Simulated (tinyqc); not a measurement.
Worked calculation: UHF in the sto-6g basis, for H4, spin multiplicity 1. One step of it, computed by the program tinyqc.

Problem. Iteration 2: DIIS coefficients. Solve [B -1; -1 0][c; lambda] = [0; -1] for the coefficients, which sum to one.

B (overlaps of the stored error matrices):
```
               1              2
1  4.5599244e-02  3.3669119e-02
2  3.3669119e-02  2.9905502e-02
```

Give: DIIS coefficients.

Solution.

DIIS coefficients: -0.4609  1.4609
